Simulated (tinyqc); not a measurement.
# Stacked nanosheet transistor, parasitic resistance, capacitance and delay: effects of single changes

Ns sheets share one contact on top; each has perimeter p = 2 (Ws + ts) and cross-section A = Ws ts; contact width Wc = Ws + 10 nm, stack height Hs = Ns pv. Sheet 1 is the top one. Contact length Lc = CPP - Lg - 2 Lsp, shared by two neighbouring gates. Source and drain sides are equal. The formulas are first-order estimates, not field solutions.

Values chosen for this exercise; values close to those of silicon logic devices:
- T = 300 K (temperature)
- Ns = 3 (number of sheets)
- Ws = 15 nm (sheet width)
- ts = 7 nm (sheet thickness)
- pv = 18 nm (vertical pitch of the sheets)
- rv = 146 ohm (vertical resistance between sheet levels)
- CPP = 45 nm (contacted gate pitch)
- Lg = 16 nm (gate length)
- Lsp = 8 nm (spacer length)
- ks = 3.3 (relative permittivity of the spacer)
- Hc = 15 nm (gate height above the channel stack)
- rc = 6.2e-10 ohm cm^2 (contact resistivity)
- re = 0.00031 ohm cm (resistivity of the source-drain epitaxy)
- te = 15 nm (current-carrying depth of the epitaxy)
- rx = 0.0017 ohm cm (resistivity of the extension)
- Lov = 2 nm (gate overlap)
- Cinv = 2.9 uF/cm^2 (inversion capacitance)
- vx = 8.3e6 cm/s (injection velocity)
- mu = 120 cm^2/(V s) (apparent mobility)
- VT = 0.27 V (threshold at zero drain voltage)
- dl = 0.058 V/V (barrier lowering)
- n = 1.17 (subthreshold factor)
- Cw = 0.24 fF (wire load)
- Vdd = 0.7 V (supply voltage)

Constants: q = 1.602176634e-19 C, kB = 1.380649e-23 J/K, eps0 = 8.8541878128e-12 F/m, Vt = kB T/q. Results are converted to the units shown.

Each table varies one quantity; the others keep the values above.

## Effect of the number of sheets

Epitaxy sheet resistance Rsh = re/te, transfer length LT = sqrt(rc/Rsh), contact Rc = [sqrt(rc Rsh)/Wc] coth(Lc/(2 LT)); extension of one sheet Rx = rx Lsp/A. With N sheets: gate Cg = Cinv p N Lg; per side, plate Cp = ks eps0 [Wc (Hs + Hc) - N A]/Lsp, top fringe Cf = (2/pi) ks eps0 Wc ln(1 + Lg/(2 Lsp)), overlap Co = Cinv p N Lov. One sheet: I = p Q vx u/(1 + |u|^1.8)^(1/1.8), Q = Cinv n Vt ln(1 + exp((Vg' - VT + dl Vd')/(n Vt))), u = Vd' mu/(vx Lg), Vg' = Vgs - v, Vd' = Vds - 2 v, with the drop on each side v_j = Rc sum I + rv (sum over levels k = 2..j of the current of sheets k..Ns) + Rx I_j. Ieff = [I(Vgs = Vdd, Vds = Vdd/2) + I(Vdd/2, Vdd)]/2, total currents. With Cs = Cp + Cf + Co, the load of an inverter of two such devices driving an equal one is CL = 2 (Cg + 2 Cs) + 4 Cs + Cw (own drains counted twice for the Miller effect); delay CL Vdd/(2 Ieff).

The same in every row: Rc (ohm) = 399.3.

Results:
```
Ns,Rx/N (ohm),Ieff (uA),CL (aF),delay (ps)
1,1295,23.04,324.9,4.934
2,647.6,43.51,396.2,3.187
3,431.7,60.97,467.5,2.684
5,259.0,86.48,610.2,2.469
6,215.9,94.97,681.5,2.512
```

Estimate the missing row, Ns = 4.

Computed row:
```
Ns,Rx/N (ohm),Ieff (uA),CL (aF),delay (ps)
4,323.8,75.27,538.8,2.506
```

With this row back in the table: As Ns goes from 1 to 6, Ieff rises from 23.0 to 95.0 uA, CL rises from 325 to 682 aF and the delay goes from 4.93 through a minimum of 2.47 (at Ns = 5 among the rows listed) to 2.51 ps. From the first row to the last Ieff grows by a factor of 4.12 and CL by 2.10; the first step changes the delay by -35 %, the last by 1.7 %.

## Effect of the contacted gate pitch

Same model as above.

The same in every row: Rx/N (ohm) = 431.7; CL (aF) = 467.5.

Effect of the contacted gate pitch:
```
CPP (nm),Rc (ohm),Ieff (uA),delay (ps)
36,1246,45.99,3.558
42,509.7,58.64,2.790
48,331.7,62.46,2.620
54,255.0,64.21,2.548
60,214.1,65.17,2.511
66,190.0,65.74,2.489
72,174.8,66.11,2.475
78,164.8,66.35,2.466
```

Read the table: what changes, and by how much?

As CPP goes from 36 to 78 nm, Ieff rises from 46.0 to 66.3 uA, CL stays at 468 aF and the delay falls from 3.56 to 2.47 ps. Only the contact length changes, so the capacitance stays and the pitch acts through Rc. At CPP = 36 nm the contact is under 8 nm long, below what liners and fill allow.

tinyqc, about 0.08 s, one thread, Intel Xeon 2.30GHz (shared host): `OMP_NUM_THREADS=1 python tinyqc.py 2170147 2170148 out.jsonl`
